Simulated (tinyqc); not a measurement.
Mean barrier and spread from two temperatures.

Question. For a Gaussian spread of Schottky barriers the apparent height is phi_ap = phi - sg^2/(2 Vt), Vt = kB T/q. Find sg and phi.

Constants: q = 1.602176634e-19 C, kB = 1.380649e-23 J/K. Results are converted to the units shown.

phi_ap(0) at 200 and 300 K (eV): [0.89850727, 0.92567151]

Solution. phi_ap is linear in 1/(2 Vt) with slope -sg^2 and intercept phi.

sg = 0.05300 eV
phi = 0.9800 eV

Computed by the program tinyqc: `OMP_NUM_THREADS=1 python tinyqc.py 2640070 2640071 out.jsonl`, one thread of a shared Intel Xeon 2.30GHz, about 0.01 s for the whole run.
